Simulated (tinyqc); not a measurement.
# Trap density from two Hall measurements

Problem. p-type body, charge-sheet picture, full ionisation (an idealisation for deep acceptors), Boltzmann statistics for free electrons. e = Ec - EF at the surface. psi = Eg - Vt ln(Nv/Na) - e; N_dep = sqrt(2 eps0 eps_r Na (psi - Vt)/q); n_f = sqrt(N_dep^2 + 2 eps0 eps_r Vt Nc exp(-e/Vt)/q) - N_dep; Vg = Vfb + psi + q (N_dep + n_t + n_f)/Cox, Cox = eps0 eox/tox. Find e and n_t at both points and the mean trap density between them.

Parameters, values chosen for the exercise; band and dielectric values close to those of 4H silicon carbide: temperature T = 300 K; band gap Eg = 3.21 eV; relative permittivity eps_r = 9.82; conduction-band density of states at T Nc = 1.73e19 cm^-3; valence-band density of states at T Nv = 2.53e19 cm^-3; relative permittivity of the insulator eox = 3.9; insulator thickness tox = 34 nm; acceptor density Na = 5.7e16 cm^-3; flat-band voltage without trapped charge Vfb = -2.89 V.

Constants: q = 1.602176634e-19 C, kB = 1.380649e-23 J/K, Vt = kB T/q, eps0 = 8.8541878128e-14 F/cm where lengths are in cm. Results are converted to the units shown.

Vg (V): [3.8102664, 5.5555055]
free sheet density from the Hall effect (cm^-2): [2.0202390e10, 3.0444266e11]

Answer. Each n_f fixes e; what the gate voltage holds beyond psi, N_dep and n_f is trapped; the difference quotient is the density, smeared over a few Vt.

e (eV): [0.116, 0.0430]
n_t (cm^-2): [1.02e12, 1.78e12]
mean trap density = 1.04e13 cm^-2 eV^-1

Computed by the program tinyqc: `OMP_NUM_THREADS=1 python tinyqc.py 2222159 2222160 out.jsonl`, one thread of a shared Intel Xeon 2.30GHz, about 0.02 s for the whole run.
